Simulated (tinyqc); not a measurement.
Worked calculation: admittance spectroscopy and thermally stimulated current of one trap level in a depletion layer. Computed by tinyqc, a small Python program that keeps every step. Command: `OMP_NUM_THREADS=1 python tinyqc.py 3110307 3110308 out.jsonl admit walk`. One thread of a shared host (Intel(R) Xeon(R) Processor @ 2.30GHz), about 0.01 s of CPU time with the checks. Intermediate numbers are printed to about 5 digits and carried at full precision; extremes and crossings named in words are read from the listed rows.

A Schottky junction on n-type material holds one donor-like electron trap; shallow donors are fully ionised and abrupt depletion edges are assumed.

Inputs (values chosen for the exercise, modelled on n-type beta-Ga2O3):
```
quantity                         value    unit
dielectric constant eps           10.2       -
density-of-states mass m         0.279     m_0
shallow doping N               2.1e+16  1/cm^3
trap density N_t                 1e+15  1/cm^3
trap depth E_t below the band    0.423      eV
capture cross section sigma    5.3e-17    cm^2
band bending V_b                   1.7       V
test frequency f                 10000      Hz
heating rate beta                0.062     K/s
```

Constants: k_B = 1.380649e-23 J/K; m_0 = 9.1093837015e-31 kg; h = 6.62607015e-34 J s; k_B = 8.617333262e-05 eV/K; eps_0 = 8.8541878128e-12 F/m; e = 1.602176634e-19 C.

## Temperature of the peak

N_c = 2 (2 pi m k_B T/h^2)^(3/2), v_th = sqrt(3 k_B T/m), emission rate e_n = sigma v_th N_c exp(-E_t/(k_B T)). Where the level crosses the Fermi level capture equals emission, so the trap follows the signal with the rate 2 e_n; G/omega peaks at omega = 2 e_n (the correction for large N_t/N is left out). Solve 2 e_n(T_p) = 2 pi f.

peak temperature T_p = 396.16 K

N_c at T_p = 5.6118e+18 1/cm^3

e_n at T_p = 31416 1/s

E_c - E_F = k_B T_p ln(N_c/N) = 0.19077 eV

## The capacitance step

With E_c - E_F = k_B T_p ln(N_c/N): lambda = sqrt(2 eps eps_0 (E_t - (E_c - E_F))/(e^2 N)); traps are empty and charged for x < x_t = w - lambda, and V_b = e (N w^2 + N_t x_t^2)/(2 eps eps_0). High frequency: C_hf = eps eps_0/w. Low frequency: C_lf = eps eps_0 (N + N_t)/(N w + N_t x_t).

lambda = 111.66 nm

depletion width w = 299.31 nm

crossing point x_t = 187.65 nm

C_hf = 30.174 nF/cm^2

C_lf = 30.694 nF/cm^2

step (C_lf - C_hf)/C_hf = 0.017249

small-N_t estimate (N_t/N)(lambda/w) = 0.017764

Reading N_t/N straight from the step would give 0.0172 against the true 0.0476: the factor lambda/w must be known.

## Scan in temperature at fixed frequency

With x = omega/(2 e_n): C = C_hf + (C_lf - C_hf)/(1 + x^2), G/omega = (C_lf - C_hf) x/(1 + x^2); C_hf and C_lf are held at their values at T_p.

Admittance:
```
T (K)  omega/(2 e_n)  C (nF/cm^2)  G/omega (nF/cm^2)
348.6         7.0026       30.184            0.07284
364.5         3.4654       30.214            0.13864
376.4         2.1230       30.268            0.20064
388.2         1.3427       30.359            0.24933
396.2         0.9986       30.434            0.26023
404.1         0.7534       30.506            0.25014
416.0         0.5022       30.589            0.20875
431.8         0.3027       30.650            0.14433
451.6         0.1681       30.680            0.08510
```

The peak of G/omega is half the step, 0.260 nF/cm^2. Its full width is near 2 ln(2 + sqrt3) k_B T_p^2/(E_t + 2 k_B T_p) = 72.5 K.

## Arrhenius plot

T_p for 0.1, 0.3, 1, 3 and 10 f; least-squares lines of ln(e_n/T^2) and of ln(e_n) against 1/(k_B T), e_n = pi f; sigma = exp(intercept)/(v_th N_c/T^2).

Peaks:
```
f (Hz)  T_p (K)  1/(k_B T) (1/eV)  ln(e_n/T^2)  ln(e_n)
1000     341.03            34.027      -3.6115    8.052
3000     365.42            31.757      -2.6510    9.151
10000    396.16            29.292      -1.6086   10.355
30000    428.71            27.069      -0.6679   11.454
100000   470.53            24.662       0.3499   12.658
```

depth from e_n/T^2 = 0.423 eV

cross section from the intercept = 5.30e-17 cm^2

depth without the T^2 = 0.49163 eV

Leaving out T^2 adds 69 meV, near 2 k_B T_p = 68 meV.

## Thermally stimulated current

Thermally stimulated current without retrapping: filled share n(T) = exp(-(1/beta) int e_n dT), current proportional to e_n n; the peak obeys beta (E_t/(k_B T^2) + 2/T) = e_n(T). The integral starts at 0.5 T_m and uses 4000 trapezoid steps to 1.2 T_m. Chen's first-order estimate from the full width W = T_2 - T_1 between the half-height points: E = 2.52 k_B T_m^2/W - 2 k_B T_m.

peak temperature T_m = 189.10 K

lower half-height T_1 = 179.91 K

upper half-height T_2 = 195.72 K

filled share at T_m = 0.39172

E_t/(k_B T_m) = 25.959

symmetry factor (T_2 - T_m)/(T_2 - T_1) = 0.41894

depth by Chen's formula = 0.45857 eV

The slow ramp empties the trap at 189 K, far below the admittance peak at 396 K, since the rate asked for is 0.0092 per second instead of 31000. Chen's formula, made for a constant prefactor, gives 36 meV more than E_t.

Checks made by the program: C_lf against dQ/dV by differences (relative difference below 1e-10); depth recovered (relative difference below 1e-10); peak of the integrated curve (relative difference 3e-05).
